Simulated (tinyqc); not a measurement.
Single-oscillator infrared dielectric function of a polar cubic crystal. Changing the eps_m of the surrounding medium. Computed by tinyqc, a small Python program. Command: `OMP_NUM_THREADS=1 python tinyqc.py 3003365 3003366 out.jsonl infrared sweep`. One thread of a shared host (Intel(R) Xeon(R) Processor @ 2.30GHz), about 0.01 s of CPU time with the checks.

One ion pair, charges +Z* and -Z*, in a cell of volume Omega = a^3/4. Frequencies omega are given as wavenumbers (1/cm); eps_s is the static dielectric constant.

Inputs (values chosen for the exercise, modelled on magnesium oxide): lattice constant a = 4.21 angstrom; mass M_A = 24.305 u; mass M_B = 15.999 u; omega_TO = 408 1/cm; Born charge Z* = 1.95 e; eps_inf = 3.02.

Structure: rock salt. Free carriers: absent.

Constants: nu for 1 eV/(angstrom^2 u) = 15.6333042 THz; 1 THz = 33.35640952 1/cm; e^2/(4 pi eps_0) = 14.39964548 eV angstrom.

Method. mu = M_A M_B/(M_A + M_B); ionic plasma term W^2 = 4 pi Z*^2 (e^2/(4 pi eps_0))/(Omega mu) in eV/(angstrom^2 u), turned into 1/cm by W = 15.6333042 x 33.35640952 x sqrt(W^2); omega_LO^2 = omega_TO^2 + W^2/eps_inf; eps_s = eps_inf + W^2/omega_TO^2; Szigeti charge 3 Z*/(eps_inf + 2); longitudinal (Callen) charge Z*/eps_inf. Without damping, eps(omega) = -x eps_m gives omega^2 = omega_TO^2 (eps_s + x eps_m)/(eps_inf + x eps_m): x = 1 for a flat surface at large wave vector, x = 2 for the dipole mode of a small sphere. The reflectivity R for light from vacuum (not from the medium eps_m) vanishes where eps = 1, omega^2 = omega_TO^2 (eps_s - 1)/(eps_inf - 1).

One run for each value:
```
eps_m of the surrounding medium  surface mode (1/cm)  sphere mode (1/cm)  omega_LO (1/cm)
1.0                                           651.97              611.19           714.63
1.5                                           629.65              582.37           714.63
2.0                                           611.19              560.85           714.63
3.0                                           582.37              530.77           714.63
4.0                                           560.85              510.69           714.63
6.0                                           530.77              485.47           714.63
9.0                                           502.94              464.67           714.63
12.0                                          485.47              452.70           714.63
```

Over the rows, surface mode (1/cm) falls from 652 to 485 (exponent d ln y / d ln x -0.086 between the first rows and -0.12 between the last); sphere mode (1/cm) falls from 611 to 453 (exponent d ln y / d ln x -0.12 between the first rows and -0.091 between the last); omega_LO (1/cm) does not change. A medium of higher eps_m screens the surface charge and pulls both modes from omega_LO towards omega_TO.
